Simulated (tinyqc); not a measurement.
## Resistance of a tapered via with liner, size effect and interface: via resistance against the height

A round via whose diameter grows from db at the bottom as D(z) = db + 2 z/tan(ang). The fill, of diameter D - 2 tl, starts above the bottom liner (thickness fb tl) and has rho = rho0 (1 + ks lam/(D - 2 tl)); the sidewall liner conducts in parallel with it. The bottom liner and the interface are crossed over the full area pi db^2/4. Spreading in the lines above and below is left out.

Slices between z0 = fb tl and hv, evaluated at their midpoints: conductance per length pi/4 [(D - 2 tl)^2/rho + (D^2 - (D - 2 tl)^2)/rl], slice resistance = slice height over that. 2000 slices. R_fill = sum of the slices; R_bottom = rl fb tl/(pi db^2/4); R_interface = ri/(pi db^2/4); ballistic (Sharvin) limit 1/(Sb pi (db - 2 tl)^2/4); ideal cylinder rho0 hv/(pi db^2/4).

Values chosen for this exercise; fill metal close to molybdenum:
- db = 23 nm (diameter at the bottom)
- ang = 85 degrees (sidewall angle)
- rho0 = 5.4 uohm cm (bulk resistivity of the fill)
- lam = 11.5 nm (mean free path of the fill)
- ks = 1.3 (size-effect factor)
- tl = 0.2 nm (liner on the sidewall)
- fb = 0.5 (liner at the bottom over that on the sidewall)
- rl = 440 uohm cm (resistivity of the liner)
- ri = 3.5e-12 ohm cm^2 (interface resistivity at the bottom)
- Sb = 1.3e15 S/m^2 (ballistic conductance per area, about 3/(4 rho0 lam))

The same in every row: R_bottom (ohm) = 1.0590; R_interface (ohm) = 0.84241; ballistic limit (ohm) = 1.9176.

Result of one run:

| hv (nm) | R_fill (ohm) | R (ohm) | R over ideal cylinder | largest part |
|---|---|---|---|---|
| 29 | 5.0779 | 6.9794 | 1.8517 | fill |

What becomes of these results when the height hv is changed from 29 to 20 nm, all else the same?

Result of the changed run:

| hv (nm) | R_fill (ohm) | R (ohm) | R over ideal cylinder | largest part |
|---|---|---|---|---|
| 20 | 3.7452 | 5.6466 | 2.1723 | fill |

The whole series:

| hv (nm) | R_fill (ohm) | R (ohm) | R over ideal cylinder | largest part |
|---|---|---|---|---|
| 14 | 2.7458 | 4.6473 | 2.5540 | fill |
| 20 | 3.7452 | 5.6466 | 2.1723 | fill |
| 29 | 5.0779 | 6.9794 | 1.8517 | fill |
| 42 | 6.7159 | 8.6174 | 1.5786 | fill |
| 61 | 8.6476 | 10.549 | 1.3306 | fill |
| 88 | 10.734 | 12.635 | 1.1047 | fill |
| 130 | 13.015 | 14.916 | 0.88281 | fill |
| 180 | 14.840 | 16.742 | 0.71562 | fill |

R rises from 4.65 to 16.7 ohm. The fill is the largest part at hv = 14 and in all other rows. The share of the two bottom terms goes from 40.9 to 11.4 %. For hv = 14, 20 the ballistic limit exceeds half of R_fill, so the diffusive model understates R.

tinyqc, about 0.01 s, one thread, Intel Xeon 2.30GHz (shared host): `OMP_NUM_THREADS=1 python tinyqc.py 2750082 2750083 out.jsonl`
